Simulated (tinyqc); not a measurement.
Worked calculation: coherent transport through a tight-binding region between two chains. Computed by tinyqc, a small Python program that keeps every step. Settings: temperature = 300, mu = 0.44. Command: `OMP_NUM_THREADS=1 python tinyqc.py 25739 25740 out.jsonl` (the two numbers bound the seeds that draw the settings). One thread of a shared host (Intel(R) Xeon(R) Processor @ 2.60GHz), about 0.1 s of CPU time with the checks.

## Transmission at E = 0.61 eV

H of the central region (eV):
```
[[0.000000, -0.610000, 0.000000, 0.000000, 0.000000, 0.000000],
 [-0.610000, 0.000000, -0.610000, 0.000000, 0.000000, 0.000000],
 [0.000000, -0.610000, 0.000000, -1.820000, 0.000000, 0.000000],
 [0.000000, 0.000000, -1.820000, 0.000000, -0.610000, 0.000000],
 [0.000000, 0.000000, 0.000000, -0.610000, 0.000000, -1.230000],
 [0.000000, 0.000000, 0.000000, 0.000000, -1.230000, 0.000000]]
```

Leads: semi-infinite chains with site energy 0:
```
parameter                           value
lead hopping t (eV)              2.860000
coupling to the left lead (eV)   0.890000
coupling to the right lead (eV)  0.540000
left contact site                       1
right contact site                      6
```

E = 0.610000 eV

Surface Green function g = (E - i sqrt(4 t^2 - E^2)) / (2 t^2); self-energy tc^2 g on each contact site; G = (E - H - Sigma)^(-1); Gamma = -2 Im Sigma; T = Gamma_L Gamma_R |G_LR|^2; local density of states -Im G_ii / pi.

g = 0.037288-0.347656i 1/eV

G (1/eV):
```
[[0.736674-3.409267i, -0.600742+2.911629i, -0.135932+0.497639i, 0.246907-1.142667i, 0.158662-0.342092i, -0.201136+0.736343i],
 [-0.600742+2.911629i, 1.886081-2.499451i, 0.354005-0.412178i, -0.750798+0.975876i, -0.305413+0.253901i, 0.523812-0.609889i],
 [-0.135932+0.497639i, 0.354005-0.412178i, -0.218072-0.085461i, 0.503891+0.166791i, 0.146752+0.088190i, -0.322676-0.126454i],
 [0.246907-1.142667i, -0.750798+0.975876i, 0.503891+0.166791i, 0.082755-0.382982i, 0.053178-0.114657i, -0.067414+0.246796i],
 [0.158662-0.342092i, -0.305413+0.253901i, 0.146752+0.088190i, 0.053178-0.114657i, -0.491027-0.148468i, 1.030153+0.130493i],
 [-0.201136+0.736343i, 0.523812-0.609889i, -0.322676-0.126454i, -0.067414+0.246796i, 1.030153+0.130493i, -0.477456-0.187111i]]
```

local density of states (1/eV): [1.085203, 0.795600, 0.027203, 0.121907, 0.047259, 0.059559]

transmission = 0.065064

## Transmission across the band

The same steps on a grid of energies.

T(E):
```
E (eV)              T
-5.43400000         0
-4.89060000  8.22e-11
-4.34720000  6.22e-10
-3.80380000  5.21e-09
-3.26040000  6.09e-08
-2.71700000  1.47e-06
-2.17360000  0.000579
-1.63020000  0.001357
-1.08680000  0.070164
-0.54340000  0.066893
0.00000000   0.008352
0.54340000   0.066893
1.08680000   0.070164
1.63020000   0.001357
2.17360000   0.000579
2.71700000   1.47e-06
3.26040000   6.09e-08
3.80380000   5.21e-09
4.34720000   6.22e-10
4.89060000   8.22e-11
5.43400000          0
```

levels of the isolated region (eV): [-2.059850, -1.174819, -0.564287, 0.564287, 1.174819, 2.059850]

## Current

I = (2e/h) int T(E) [f(E - mu - V/2) - f(E - mu + V/2)] dE at 300 K with mu = 0.44 eV, the bias not changing H; 2e^2/h = 77.48092 microsiemens; the integral runs over the band on 4001 points.

Current:
```
V (volt)  I (microampere)
0.010000         0.030643
0.050000         0.153558
0.100000         0.309066
0.200000         0.628564
0.400000         1.240811
0.800000         2.011173
```
